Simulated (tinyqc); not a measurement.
# Frequency dispersion of an accumulation capacitance by border traps, distributed model: effects of single changes

Traps spread evenly through the insulator exchange electrons with the semiconductor by tunnelling, with tau(x) = t0 exp(2 ka x) at depth x from the interface. The admittance per area Y seen at depth x obeys dY/dx = -Y^2/(i w eps0 eox) + q Nb ln(1 + i w tau)/tau, with Y(0) = i w Cs and w = 2 pi f; the gate sees Y(tox) = G + i w C. Working variable y = Y/(i w), in uF/cm^2. Cox = eps0 eox/tox.

Values chosen for this exercise; permittivity close to that of zirconium oxide: relative permittivity of the insulator eox = 22.9; insulator thickness tox = 4.3 nm; semiconductor capacitance in accumulation Cs = 0.89 uF/cm^2; density of border traps Nb = 7.7e18 cm^-3 eV^-1; decay constant of the wave function in the insulator ka = 3.4 1/nm; time constant of a trap at the interface t0 = 7e-9 s; frequency f = 10000 Hz.

Constants: q = 1.602176634e-19 C, eps0 = 8.8541878128e-14 F/cm where lengths are in cm. Results are converted to the units shown.

Each table varies one quantity; the others keep the values above.

## Capacitance and loss against frequency

Cox; trap-free value 1/(1/Cox + 1/Cs); response depth d = ln(1/(w t0))/(2 ka), where w tau = 1; lumped estimate: all traps within d act as C_bt = q Nb d placed at d/2, so C = 1/{1/[1/(1/Cs + d/(2 eps0 eox)) + C_bt] + (tox - d/2)/(eps0 eox)}. C and G from a fine integration; dispersion -d C/d log10 f over C, from f times and over 1.1. For a broad spread of time constants G/w is close to -(pi/2) dC/d ln w.

The same in every row: trap-free C (uF/cm^2) = 0.7487.

Result of one run:
```
f (Hz),d (nm),C (uF/cm^2),G/w (uF/cm^2),dispersion (% a decade),-(pi/2) dC/d ln w (uF/cm^2),lumped C (uF/cm^2)
1e5,0.7980,0.8334,0.02116,3.726,0.02118,0.8197
```

What becomes of these results when the frequency f is changed from 1e5 to 100 Hz, all else the same?

Result of the changed run:
```
f (Hz),d (nm),C (uF/cm^2),G/w (uF/cm^2),dispersion (% a decade),-(pi/2) dC/d ln w (uF/cm^2),lumped C (uF/cm^2)
100,1.814,0.9297,0.02272,3.581,0.02272,0.9145
```

The whole series:
```
f (Hz),d (nm),C (uF/cm^2),G/w (uF/cm^2),dispersion (% a decade),-(pi/2) dC/d ln w (uF/cm^2),lumped C (uF/cm^2)
10,2.152,0.9635,0.02335,3.551,0.02334,0.9474
100,1.814,0.9297,0.02272,3.581,0.02272,0.9145
1000,1.475,0.8969,0.02216,3.620,0.02215,0.8822
10000,1.137,0.8648,0.02165,3.668,0.02164,0.8507
1e5,0.7980,0.8334,0.02116,3.726,0.02118,0.8197
1e6,0.4594,0.8027,0.02051,3.793,0.02077,0.7892
1e7,0.1208,0.7728,0.01775,3.660,0.01930,0.7593
```

C falls from 0.9635 to 0.7728 uF/cm^2, towards the trap-free 0.7487; each decade of frequency removes ln 10/(2 ka) = 0.339 nm from the response depth. The dispersion goes from 3.55 through a maximum of 3.79 (at f = 1e6 Hz among the rows listed) to 3.66 % a decade and G/w falls from 0.0234 to 0.0177 uF/cm^2. G/w lies between 0.920 and 1.00 times -(pi/2) dC/d ln w, the relation for a broad spread of time constants.

## Effect of the decay constant of the wave function in the insulator

Same model as above.

The same in every row: trap-free C (uF/cm^2) = 0.7487.

Results:
```
ka (1/nm),d (nm),C (uF/cm^2),G/w (uF/cm^2),dispersion (% a decade),-(pi/2) dC/d ln w (uF/cm^2),lumped C (uF/cm^2)
2.5,1.546,0.9090,0.03042,4.902,0.03040,0.8889
3.2,1.208,0.8724,0.02312,3.884,0.02312,0.8572
3.9,0.9909,0.8494,0.01867,3.222,0.01867,0.8373
4.6,0.8401,0.8336,0.01566,2.754,0.01566,0.8235
6,0.6441,0.8134,0.01185,2.136,0.01185,0.8058
6.7,0.5768,0.8065,0.01057,1.921,0.01057,0.7997
7.4,0.5222,0.8010,0.009537,1.745,0.009537,0.7948
```

Estimate the missing row, ka = 5.3 1/nm.

Computed row:
```
ka (1/nm),d (nm),C (uF/cm^2),G/w (uF/cm^2),dispersion (% a decade),-(pi/2) dC/d ln w (uF/cm^2),lumped C (uF/cm^2)
5.3,0.7292,0.8221,0.01349,2.406,0.01349,0.8134
```

With this row back in the table: As ka goes from 2.5 to 7.4, C falls from 0.909 to 0.801 uF/cm^2, the dispersion falls from 4.90 to 1.75 % a decade and G/w falls from 0.0304 to 0.00954 uF/cm^2. The lumped estimate is 2.2 % below C in the first row and 0.77 % below it in the last.

Numbers from tinyqc (`OMP_NUM_THREADS=1 python tinyqc.py 2202057 2202058 out.jsonl`; about 0.3 s on one thread of a shared Intel Xeon 2.30GHz).
